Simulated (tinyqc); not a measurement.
Inside a calculation. Method: Hubbard ring of 5 sites. Computed by tinyqc, a small Python program that keeps every step. Settings: hopping = 1.17, U = 7.5, mixing = 1, iteration cap = 73. Command: `OMP_NUM_THREADS=1 python tinyqc.py 29833 29834 out.jsonl` (the two numbers bound the seeds that draw the settings). One thread of a shared host (Intel(R) Xeon(R) Processor @ 2.60GHz), about 0.2 s of CPU time with the checks. Later iterations appear only in the table of the cycle.

## Mean-field iteration 1

one-body matrix (hopping and site energies) (eV):
```
,1,2,3,4,5
1,0.0000,-1.1700,0.0000,0.0000,-1.1700
2,-1.1700,0.0000,-1.1700,0.0000,0.0000
3,0.0000,-1.1700,0.0000,-1.1700,0.0000
4,0.0000,0.0000,-1.1700,0.0000,-1.1700
5,-1.1700,0.0000,0.0000,-1.1700,0.0000
```

U = 7.5000 eV

electrons, up and down: 3  2

mixing = 1

n(up) at the start (a guess, not normalised): 1 1.0000, 2 0.1500, 3 1.0000, 4 0.1500, 5 1.0000

n(down) at the start (a guess): 1 0.0000, 2 0.8500, 3 0.0000, 4 0.8500, 5 0.0000

H(up) = T + U n(down), H(down) = T + U n(up); fill the lowest levels; n(new) = n + mixing (n(out) - n); E = tr T (rho up + rho down) + U sum n_up n_down of the output.

levels, up (eV): -1.4048  -0.3286  0.9191  6.6259  6.9384

levels, down (eV): 0.4992  0.9477  6.4988  7.9570  8.8473

energy = -1.4451 eV

n(up) after iteration 1: 1 0.9684, 2 0.0580, 3 0.9472, 4 0.0580, 5 0.9684

n(down) after iteration 1: 1 0.0296, 2 0.9449, 3 0.0510, 4 0.9449, 5 0.0296

## Mean-field iteration 2

As before.

levels, up (eV): -1.1596  0.0561  1.1609  7.3180  7.6247

levels, down (eV): -0.1606  0.2676  6.2449  7.5478  8.6003

energy = -1.4508 eV

n(up) after iteration 2: 1 0.9725, 2 0.0518, 3 0.9513, 4 0.0518, 5 0.9725

n(down) after iteration 2: 1 0.0262, 2 0.9500, 3 0.0477, 4 0.9500, 5 0.0262

## Mean-field iteration 3

As before.

levels, up (eV): -1.1833  0.0339  1.1376  7.3534  7.6584

levels, down (eV): -0.2010  0.2226  6.2750  7.5732  8.6302

energy = -1.4509 eV

n(up) after iteration 3: 1 0.9730, 2 0.0510, 3 0.9520, 4 0.0510, 5 0.9730

n(down) after iteration 3: 1 0.0256, 2 0.9509, 3 0.0469, 4 0.9509, 5 0.0256

## Convergence

Each step fills the lowest levels of T + U n(other spin) and sets n(new) = n + mixing (n(out) - n); stop when output and input agree to 1e-8.

Course of the cycle:
```
iteration,E (eV),largest |n(out) - n(in)|,mean |n_up - n_down|
1,-1.445097,9.49e-02,0.9095
2,-1.450754,6.20e-03,0.9185
3,-1.450899,9.38e-04,0.9199
4,-1.450903,1.58e-04,0.9202
5,-1.450903,2.56e-05,0.9202
6,-1.450903,4.33e-06,0.9202
7,-1.450903,6.96e-07,0.9202
8,-1.450903,1.16e-07,0.9202
9,-1.450903,1.85e-08,0.9202
10,-1.450903,3.08e-09,0.9202
```

local moments n_up - n_down: 1 0.9475, 2 -0.9003, 3 0.9054, 4 -0.9003, 5 0.9475

Converged in 10 iterations. Before convergence this energy mixes input and output and is not variational, so it may rise towards its limit.

## Exact diagonalisation (100 states)

Lowest levels of the sector, and the double occupancy of the lowest state.

lowest levels (eV): -2.0997  -2.0997  -1.3662  -1.2213  -1.2213  -0.6367

double occupancy per site = 0.0478

The mean-field solution above lies 0.6488 eV above the exact energy.

## The lowest level by Lanczos steps

From a random start vector (not printed): a_j = <q_j|H|q_j>, b_j = norm of the remainder after orthogonalising; the Ritz value is the lowest eigenvalue of the tridiagonal matrix of a and b so far.

Lanczos:
```
j,a_j (eV),b_j (eV),lowest Ritz value (eV)
1,8.9773,5.8691,8.977320
2,8.1425,5.8589,2.675954
3,6.5100,5.6020,-0.446901
4,9.7020,5.0953,-1.582464
5,9.6417,4.5082,-1.873898
6,8.0066,6.4357,-1.949610
7,8.1454,4.9655,-2.024980
8,9.4179,3.4559,-2.075049
9,9.1728,5.6160,-2.083757
10,6.5989,5.3561,-2.089018
```
